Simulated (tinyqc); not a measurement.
## One gate, two gates and a surrounding gate

Below threshold the potential that source and drain add obeys Laplace's equation, vanishes on the gates and decays along the channel as exp(-k y). The same ts (depleted depth over a conducting body, body thickness or wire diameter), ti and permittivities in three geometries; k is the smallest positive root of: one gate, f(k) = eps_r sin(k ti) cos(k ts) + ei cos(k ti) sin(k ts); two gates, f(k) = ei cos(k ti) cos(k ts/2) - eps_r sin(k ti) sin(k ts/2); wire, f(k) = ei J0(u)[J1(u) Y0(v) - Y1(u) J0(v)] - eps_r J1(u)[J0(u) Y0(v) - Y0(u) J0(v)], u = k ts/2, v = u + k ti. Parabolic estimates of l: sqrt((eps_r/ei) ts ti); sqrt((eps_r/(2 ei)) ts ti (1 + ei ts/(4 eps_r ti))); sqrt([2 eps_r ts^2 ln(1 + 2 ti/ts) + ei ts^2]/(16 ei)), in the same order.

Inputs (values chosen for the exercise); permittivities: semiconductor close to that of silicon, insulator close to that of silicon dioxide:
- eps_r = 11.6 (relative permittivity of the semiconductor)
- ei = 3.81 (relative permittivity of the insulator)
- ti = 1.9 nm (insulator thickness)
- ts = 3.6 nm (wire diameter)

Scale lengths (nm):

|  | Lambda = pi/k | l = 1/k | l(parabolic) |
|---|---|---|---|
| one gate over a conducting body | 6.2790 | 1.9987 | 4.5635 |
| two gates | 11.166 | 3.5541 | 3.4688 |
| wire | 6.8675 | 2.1860 | 2.0890 |

What does the comparison show?

The wire has the middle scale length, 0.615 times that of the double gate; the single gate over a conducting body has 0.562 times it, its layer ending directly on a conductor where the double gate has a second insulator. The parabolic estimates are 2.28 times, 2.4 % below and 4.4 % below the exact l, in the order of the rows.

tinyqc, about 0.01 s, one thread, Intel Xeon 2.30GHz (shared host): `OMP_NUM_THREADS=1 python tinyqc.py 2420056 2420057 out.jsonl`
